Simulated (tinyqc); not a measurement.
# MOSFET with velocity saturation and source resistance: what changes with what

Strong inversion, charge Q = Cox (Vg - m V) at channel potential V with Vg the gate overdrive, and drift velocity v = mu E/(1 + mu E/vsat). Integrating along the channel gives I = mu Cox (1/L)(Vg Vd - m Vd^2/2)/(1 + Vd/Vc) per width, Vc = vsat L/mu, which peaks at Vdsat. Units: I in uA/um, Rs in ohm um, so the drop over Rs is 1e-6 I Rs volts.

Values chosen for this exercise:
```
symbol  value        unit                       meaning
Cox      1.38     uF/cm^2              gate capacitance
mu0       310  cm^2/(V s)  mobility at low gate voltage
th        0.4         1/V          mobility degradation
vsat    8.6e6        cm/s           saturation velocity
m        1.36                               body factor
VT       0.61           V                     threshold
L        0.25          um                channel length
Rs        200      ohm um             source resistance
Vgs       1.2           V                  gate voltage
```

Each table varies one quantity; the others keep the values above.

## Effect of the source resistance

Vg = Vgs - I Rs - VT (0 if negative), mu = mu0/(1 + th Vg), Vc = vsat L/mu, x = sqrt(1 + 2 Vg/(m Vc)), Vdsat = 2 Vg/(m (1 + x)), Isat = Cox vsat Vg (x - 1)/(x + 1) per width. I = Isat is solved self-consistently; gm = dI/dVgs; Vdsat is the intrinsic value. The velocity at the source is I/(Cox Vg).

Effect of the source resistance:
```
Rs (ohm um)	Vc (V)	Vdsat (V)	Isat (uA/um)	gm (uS/um)	velocity at the source/vsat
0	0.8572	0.3588	121.2	322.5	0.1730
50	0.8556	0.3556	119.2	316.0	0.1720
100	0.8540	0.3525	117.4	309.8	0.1711
200	0.8509	0.3465	113.9	298.2	0.1692
300	0.8480	0.3409	110.6	287.4	0.1674
500	0.8427	0.3305	104.6	268.1	0.1640
800	0.8357	0.3168	96.91	243.8	0.1593
```

As Rs goes from 0 to 800 ohm um, Isat falls from 121 to 96.9 uA/um, Vdsat falls from 0.359 to 0.317 V and gm falls from 323 to 244 uS/um; the velocity at the source goes from 0.17 to 0.16 of vsat.

## Effect of the channel length

Same model as above.

Result of one run:
```
L (um)	Vc (V)	Vdsat (V)	Isat (uA/um)	gm (uS/um)	velocity at the source/vsat
0.73	2.4949	0.39511	50.497	143.84	0.073373
```

What becomes of these results when the channel length L is changed from 0.73 to 0.057 um, all else the same?

Result of the changed run:
```
L (um)	Vc (V)	Vdsat (V)	Isat (uA/um)	gm (uS/um)	velocity at the source/vsat
0.057	0.19230	0.24333	248.48	557.00	0.38751
```

The whole series:
```
L (um)	Vc (V)	Vdsat (V)	Isat (uA/um)	gm (uS/um)	velocity at the source/vsat
0.03	0.10081	0.19660	309.44	652.10	0.49371
0.057	0.19230	0.24333	248.48	557.00	0.38751
0.11	0.37267	0.29214	184.82	444.26	0.28159
0.2	0.67994	0.33295	131.58	336.94	0.19668
0.39	1.3301	0.37011	83.112	226.45	0.12214
0.73	2.4949	0.39511	50.497	143.84	0.073373
1.4	4.7916	0.41192	28.577	83.982	0.041212
2.6	8.9059	0.42148	16.098	48.181	0.023116
5	17.135	0.42723	8.5967	26.019	0.012313
```

As L goes from 0.03 to 5 um, Isat falls from 309 to 8.60 uA/um, Vdsat rises from 0.197 to 0.427 V and gm falls from 652 to 26.0 uS/um; the velocity at the source goes from 0.49 to 0.012 of vsat. Isat goes as L^(-0.34) between the first two rows and as L^(-0.96) between the last two. For L = 0.03 to 0.057 um the channel is so short that velocity overshoot and near-ballistic transport, left out here, matter.

## Effect of the saturation velocity

Same model as above.

Effect of the saturation velocity:
```
vsat (cm/s)	Vc (V)	Vdsat (V)	Isat (uA/um)	gm (uS/um)	velocity at the source/vsat
4e6	0.3964	0.3042	87.62	214.0	0.2773
5.6e6	0.5546	0.3243	99.67	251.4	0.2262
7.8e6	0.7719	0.3418	110.8	287.8	0.1813
1.1e7	1.088	0.3573	121.2	323.2	0.1411
1.5e7	1.483	0.3689	129.2	352.0	0.1106
2.1e7	2.075	0.3791	136.5	379.0	0.08372
3e7	2.963	0.3875	142.7	402.4	0.06138
```

As vsat goes from 4e6 to 3e7 cm/s, Isat rises from 87.6 to 143 uA/um, Vdsat rises from 0.304 to 0.388 V and gm rises from 214 to 402 uS/um; the velocity at the source goes from 0.28 to 0.061 of vsat. Isat goes as vsat^(0.38) between the first two rows and as vsat^(0.12) between the last two.

tinyqc, about 0.01 s, one thread, Intel Xeon 2.30GHz (shared host): `OMP_NUM_THREADS=1 python tinyqc.py 2500006 2500007 out.jsonl`
